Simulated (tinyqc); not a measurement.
Gate work function from the charge.

Inverse problem. For an undoped double gate, Q = 8 eps0 eps_r Vt beta tan(beta)/ts with 0 < beta < pi/2, and at the source (Vg - dphi)/(2 Vt) - ln[(2/ts) sqrt(2 eps0 eps_r Vt/(q ni))] = ln(beta) - ln(cos beta) + 2 r beta tan(beta), r = eps_r tox/(eox ts). Find beta and dphi.

Values chosen for this exercise; material values close to those of gallium arsenide:
```
symbol  value  unit                                      meaning
T         273     K                                  temperature
eps_r    12.8         relative permittivity of the semiconductor
eox      9.12        relative permittivity of the gate insulator
tox       2.1    nm                          insulator thickness
ts          5    nm                               body thickness
Vg       0.58     V                                 gate voltage
```

Constants: q = 1.602176634e-19 C, kB = 1.380649e-23 J/K, Vt = kB T/q, eps0 = 8.8541878128e-14 F/cm where lengths are in cm. Results are converted to the units shown.

Qs = 270.60339 nC/cm^2
ni = 1.3372150e5 cm^-3

Solution. beta tan(beta) rises from 0 without bound on the interval, so the charge fixes beta; the second relation is then explicit in dphi. At this charge the surface density passes 0.3 Nc, so the classical Boltzmann model is only formal.

beta = 0.721
dphi = -0.190 V

Computed by the program tinyqc: `OMP_NUM_THREADS=1 python tinyqc.py 2440092 2440093 out.jsonl`, one thread of a shared Intel Xeon 2.30GHz, about 0.01 s for the whole run.
